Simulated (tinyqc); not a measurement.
Worked calculation: Hubbard ring of 6 sites. Computed by tinyqc, a small Python program that keeps every step. Settings: hopping = 0.66, U = 4.8, mixing = 1, iteration cap = 90. Command: `OMP_NUM_THREADS=1 python tinyqc.py 21567 21568 out.jsonl` (the two numbers bound the seeds that draw the settings). One thread of a shared host (Intel(R) Xeon(R) Processor @ 2.60GHz), about 0.3 s of CPU time with the checks. Later iterations appear only in the table of the cycle.

## Mean-field iteration 1

one-body matrix (hopping and site energies) (eV):
```
           1          2          3          4          5          6
1   0.000000  -0.660000   0.000000   0.000000   0.000000  -0.660000
2  -0.660000   0.000000  -0.660000   0.000000   0.000000   0.000000
3   0.000000  -0.660000   0.000000  -0.660000   0.000000   0.000000
4   0.000000   0.000000  -0.660000   0.000000  -0.660000   0.000000
5   0.000000   0.000000   0.000000  -0.660000   0.000000  -0.660000
6  -0.660000   0.000000   0.000000   0.000000  -0.660000   0.000000
```

U = 4.800000 eV

electrons, up and down: 4  3

mixing = 1

n(up) at the start (a guess, not normalised): 1 1.000000, 2 0.217000, 3 1.000000, 4 0.217000, 5 1.000000, 6 0.217000

n(down) at the start (a guess): 1 0.050000, 2 0.950000, 3 0.050000, 4 0.950000, 5 0.050000, 6 0.950000

H(up) = T + U n(down), H(down) = T + U n(up); fill the lowest levels; n(new) = n + mixing (n(out) - n); E = tr T (rho up + rho down) + U sum n_up n_down of the output.

levels, up (eV): -0.131403  0.141416  0.141416  4.658584  4.658584  4.931403

levels, down (eV): 0.624326  0.929069  0.929069  4.912531  4.912531  5.217274

energy = 3.606204 eV

n(up) after iteration 1: 1 0.960997, 2 0.528090, 3 0.971910, 4 0.039003, 5 0.971910, 6 0.528090

n(down) after iteration 1: 1 0.049117, 2 0.950883, 3 0.049117, 4 0.950883, 5 0.049117, 6 0.950883

The highest filled level is degenerate with an empty one, so which vector is filled is an arbitrary choice.

## Mean-field iteration 2

As before.

levels, up (eV): -0.135021  0.137361  0.137361  4.662639  4.662639  4.935021

levels, down (eV): -0.006949  2.053020  2.346932  4.750327  4.853068  5.203602

energy = 3.767185 eV

n(up) after iteration 2: 1 0.975623, 2 0.201916, 3 0.964751, 4 0.691044, 5 0.964751, 6 0.201916

n(down) after iteration 2: 1 0.111825, 2 0.884163, 3 0.077455, 4 0.964938, 5 0.077455, 6 0.884163

The highest filled level is degenerate with an empty one, so which vector is filled is an arbitrary choice.

## Mean-field iteration 3

As before.

levels, up (eV): 0.013387  0.262381  0.387315  4.353387  4.503479  4.880050

levels, down (eV): 0.635292  0.853866  2.869042  4.746134  4.852392  5.243274

energy = 3.953086 eV

n(up) after iteration 3: 1 0.949738, 2 0.535235, 3 0.970018, 4 0.039757, 5 0.970018, 6 0.535235

n(down) after iteration 3: 1 0.052553, 2 0.951213, 3 0.121589, 4 0.801841, 5 0.121589, 6 0.951213

## Convergence

Each step fills the lowest levels of T + U n(other spin) and sets n(new) = n + mixing (n(out) - n); stop when output and input agree to 1e-8.

Course of the cycle:
```
iteration      E (eV)  largest |n(out) - n(in)|  mean |n_up - n_down|
1          3.60620431                  3.11e-01              0.752489
2          3.76718515                  6.52e-01              0.712796
3          3.95308597                  6.51e-01              0.698014
4          3.94402865                  9.33e-01              0.712342
5          5.12989293                  9.33e-01              0.609784
6          3.98250370                  9.55e-01              0.715944
7          5.29449915                  9.55e-01              0.598028
8          3.98528528                  9.56e-01              0.715209
9          5.30455543                  9.56e-01              0.597201
10         3.98547603                  9.56e-01              0.715139
11         5.30526961                  9.56e-01              0.597140
...               ...                       ...                   ...
80         5.33395608                  9.39e-01              0.608602
81         5.33395608                  9.39e-01              0.608602
82         5.33395608                  9.39e-01              0.608602
83         5.33395608                  9.39e-01              0.608602
84         5.33395608                  9.39e-01              0.608602
85         5.33395608                  9.39e-01              0.608602
86         5.33395608                  9.39e-01              0.608602
87         5.33395608                  9.39e-01              0.608602
88         5.33395608                  9.39e-01              0.608602
89         5.33395608                  9.39e-01              0.608602
90         5.33395608                  9.39e-01              0.608602
```

Not converged within 90 iterations: the residual has stopped falling. The lowest mean-field energy found from random starts is 3.12229 eV. Reruns (cap 100 unless said): mixing 0.2: not converged; mixing 0.5: converged in 51 (E = 3.12229); mixing 0.9: not converged; the original settings with a cap of 400: not converged.

## Exact diagonalisation (300 states)

Lowest levels of the sector, and the double occupancy of the lowest state.

lowest levels (eV): 2.497498  2.497498  2.801898  3.014278  3.014278  3.164167

double occupancy per site = 0.196201

## The lowest level by Lanczos steps

From a random start vector (not printed): a_j = <q_j|H|q_j>, b_j = norm of the remainder after orthogonalising; the Ritz value is the lowest eigenvalue of the tridiagonal matrix of a and b so far.

Lanczos:
```
j    a_j (eV)  b_j (eV)  lowest Ritz value (eV)
1    8.572990  3.815539              8.57299015
2    9.069319  4.400022              4.99755337
3    9.398503  2.988507              3.21810306
4    9.565646  3.699770              2.83500666
5    9.910441  3.488133              2.67670626
6    9.430375  3.243170              2.60227720
7    9.293921  3.714695              2.56729676
8    9.754259  3.785305              2.54344672
9   10.050220  3.341216              2.52529159
10   9.727321  3.644381              2.51535078
```
